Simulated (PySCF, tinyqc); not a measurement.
RKS/exchange-only LDA in the sto-3g basis, for H4, spin multiplicity 1, step by step. The lowest restricted solution is unstable here: a spin-polarised one lies 0.0190 hartree lower (PySCF). One step of it, computed by the program tinyqc.

Task: Iteration 1: building the Kohn-Sham matrix. J_ij = sum D_kl (ij|kl); F = H + J + V_xc; E = tr D H + tr D J / 2 + E_xc + E_nn.

D at the start, order 1H 1s, 2H 1s, 3H 1s, 4H 1s:
$$\begin{pmatrix}
0.824522 & 0.824522 & -0.057893 & -0.057893 \\
0.824522 & 0.824522 & -0.057893 & -0.057893 \\
-0.057893 & -0.057893 & 0.824522 & 0.824522 \\
-0.057893 & -0.057893 & 0.824522 & 0.824522
\end{pmatrix}$$

core Hamiltonian H = T + V (hartree), order 1H 1s, 2H 1s, 3H 1s, 4H 1s:
$$\begin{pmatrix}
-1.200939 & -0.362656 & -0.103540 & -0.043709 \\
-0.362656 & -1.200939 & -0.043709 & -0.103540 \\
-0.103540 & -0.043709 & -1.200939 & -0.362656 \\
-0.043709 & -0.103540 & -0.362656 & -1.200939
\end{pmatrix}$$

Two-electron integrals (ij|kl) in chemists' order, unique and non-zero (hartree):
```
(11|11) 0.774606   (21|11) 0.113764   (21|21) 0.026544   (22|11) 0.324204
(22|21) 0.113764   (22|22) 0.774606   (31|11) 0.026222   (31|21) 0.004707
(31|22) 0.016185   (31|31) 0.001867   (32|11) 0.008059   (32|21) 0.001971
(32|22) 0.008825   (32|31) 0.000608   (32|32) 0.000263   (33|11) 0.222171
(33|21) 0.045745   (33|22) 0.184145   (33|31) 0.026222   (33|32) 0.008825
(33|33) 0.774606   (41|11) 0.008825   (41|21) 0.001971   (41|22) 0.008059
(41|31) 0.000608   (41|32) 0.000259   (41|33) 0.008059   (41|41) 0.000263
(42|11) 0.016185   (42|21) 0.004707   (42|22) 0.026222   (42|31) 0.001132
(42|32) 0.000608   (42|33) 0.016185   (42|41) 0.000608   (42|42) 0.001867
(43|11) 0.045745   (43|21) 0.010411   (43|22) 0.045745   (43|31) 0.004707
(43|32) 0.001971   (43|33) 0.113764   (43|41) 0.001971   (43|42) 0.004707
(43|43) 0.026544   (44|11) 0.184145   (44|21) 0.045745   (44|22) 0.222171
(44|31) 0.016185   (44|32) 0.008059   (44|33) 0.324204   (44|41) 0.008825
(44|42) 0.026222   (44|43) 0.113764   (44|44) 0.774606
```

nuclear repulsion = 1.47037637 hartree

V_xc (hartree), order 1H 1s, 2H 1s, 3H 1s, 4H 1s:
$$\begin{pmatrix}
-0.353008 & -0.064853 & -0.014083 & -0.005480 \\
-0.064853 & -0.353008 & -0.005480 & -0.014083 \\
-0.014083 & -0.005480 & -0.353008 & -0.064853 \\
-0.005480 & -0.014083 & -0.064853 & -0.353008
\end{pmatrix}$$

E_xc = sum of w rho eps_xc = -1.03020904 hartree

Give: Coulomb J; Kohn-Sham matrix F; total energy of this density.

Result:

Coulomb J (hartree), order 1H 1s, 2H 1s, 3H 1s, 4H 1s:
$$\begin{pmatrix}
1.497 & 0.322 & 0.085 & 0.034 \\
0.322 & 1.497 & 0.034 & 0.085 \\
0.085 & 0.034 & 1.497 & 0.322 \\
0.034 & 0.085 & 0.322 & 1.497
\end{pmatrix}$$

Kohn-Sham matrix F (hartree), order 1H 1s, 2H 1s, 3H 1s, 4H 1s:
$$\begin{pmatrix}
-0.057 & -0.105 & -0.033 & -0.015 \\
-0.105 & -0.057 & -0.015 & -0.033 \\
-0.033 & -0.015 & -0.057 & -0.105 \\
-0.015 & -0.033 & -0.105 & -0.057
\end{pmatrix}$$

total energy of this density = -1.69578 hartree
